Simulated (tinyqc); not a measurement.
# Double-gate transistor below threshold, two-dimensional Poisson equation on a small mesh: several studies

Half of a symmetric double-gate structure: row 0 is the mid-plane of the body, where the normal field vanishes. Mobile charge is neglected (subthreshold), the body is fully depleted, and potentials are counted from the intrinsic level; rows run upward to the gate, columns from source to drain.

Inputs (values chosen for the exercise); semiconductor permittivity close to that of silicon: temperature T = 300 K; relative permittivity of the semiconductor eps_r = 11.8; relative permittivity of the insulator eox = 3.9; half the body thickness tb = 5 nm; insulator thickness tox = 2.2 nm; channel length L = 25 nm; acceptor density of the depleted body Na = 0 cm^-3; potential of the source Vbi = 0.58 V; gate offset Vfb = -0.06 V; gate voltage Vg = 0 V; drain voltage Vd = 1 V.

Constants: q = 1.602176634e-19 C, kB = 1.380649e-23 J/K, Vt = kB T/q, eps0 = 8.8541878128e-14 F/cm where lengths are in cm. Results are converted to the units shown.

Each table varies one quantity; the others keep the values above.

## Choice of the relaxation factor

Mesh: rows i = 0..1 in the semiconductor (step hs = tb/1, row 1 on the interface), then 1 step(s) ho = tox/1 up to the gate row 2; columns j = 0..4 (step hy = L/4). Box integration, divided by eps0: up_i = eps hy/h of the interval above row i, dn_i = that of the interval below (0 for row 0), lat_i = (sum of eps h/2 over the intervals above and below)/hy, s_i = -q Na w_i hy/eps0 with w_i the semiconductor height of the box (hs/2 for row 0 and the interface row, hs between, 0 in the insulator). Each free node obeys (up + dn + 2 lat) psi = up psi(above) + dn psi(below) + lat [psi(left) + psi(right)] + s. Fixed values: gate row Vg - Vfb; column 0 at Vbi and the last column at Vbi + Vd in the semiconductor, each running linearly to Vg - Vfb across the insulator. Sweeps go row by row from row 0, left to right, psi(new) = psi + omega (t - psi) with t the value that solves the node equation for the newest neighbours; free nodes start at zero; stop when the largest change is below 1e-7 V.

Choice of the relaxation factor:
```
omega  sweeps
1          27
1.1        21
1.2        13
1.3        16
1.4        19
1.5        25
1.6        33
1.7        47
1.8        73
1.9       154
```

Gauss-Seidel (omega = 1) takes 27 sweeps; the fewest, 13, are at omega = 1.2, and omega = 1.9 takes 154. The Jacobi matrix of this mesh has spectral radius rho = 0.7389, so theory puts the best factor at 2/(1 + sqrt(1 - rho^2)) = 1.19.

## Effect of the channel length

Mesh: rows i = 0..12 in the semiconductor (step hs = tb/12, row 12 on the interface), then 8 step(s) ho = tox/8 up to the gate row 20; columns j = 0..80 (step hy = L/80). The system is solved directly. On row 0 the minimum of psi and its place come from a parabola through the three lowest nodes; barrier = Vbi - minimum, swing = Vt ln 10/(d psi/dVg), DIBL = (d psi/dVd)/(d psi/dVg) there. Lambda = pi/k with k the smallest positive root of tan(k tox) tan(k tb) = eox/eps_r.

Effect of the channel length:
```
L (nm)  L/Lambda  barrier (V)  place y/L  swing (mV/decade)  DIBL (mV/V)
19        0.9196       0.1016     0.2794              145.9        270.9
23         1.113       0.1961     0.3330              105.7        171.8
27         1.307       0.2751     0.3635              87.97        113.5
33         1.597       0.3621     0.3913              74.92        64.20
40         1.936       0.4266     0.4113              67.71        34.75
49         2.372       0.4727     0.4279              63.40        16.55
60         2.904       0.4995     0.4412              61.15        6.937
72         3.485       0.5117     0.4510              60.17        2.747
```

What does the comparison show?

As L goes from 19 to 72 nm, the barrier rises from 0.102 to 0.512 V, the swing falls from 146 to 60.2 mV a decade and DIBL falls from 271 to 2.75 mV/V; the ideal swing is 59.5. L/Lambda goes from 0.92 to 3.5. Between the last two rows DIBL decays with a length of 13.0 nm; 2 Lambda/pi is 13.2 nm. At L = 19 nm the barrier is under 6 Vt, so mobile charge, neglected here, begins to count.

## Effect of the insulator thickness

Same model as above.

Effect of the insulator thickness:
```
tox (nm)  L/Lambda  barrier (V)  place y/L  swing (mV/decade)  DIBL (mV/V)
0.88         1.678       0.3712     0.3965              73.81        59.78
1.2          1.521       0.3349     0.3849              78.50        78.35
1.7          1.341       0.2832     0.3673              86.52        108.4
2.3          1.188       0.2294     0.3466              97.26        145.2
3.2          1.028       0.1638     0.3153              116.1        200.6
4.4         0.8845      0.09888     0.2716              148.6        273.2
```

As tox goes from 0.88 to 4.4 nm, the barrier falls from 0.371 to 0.0989 V, the swing rises from 73.8 to 149 mV a decade and DIBL rises from 59.8 to 273 mV/V; the ideal swing is 59.5. L/Lambda goes from 1.7 to 0.88. At tox = 4.4 nm the barrier is under 6 Vt, so mobile charge, neglected here, begins to count.

Program tinyqc, `OMP_NUM_THREADS=1 python tinyqc.py 2480165 2480166 out.jsonl`; Intel Xeon 2.30GHz, shared host, one thread, about 0.2 s.
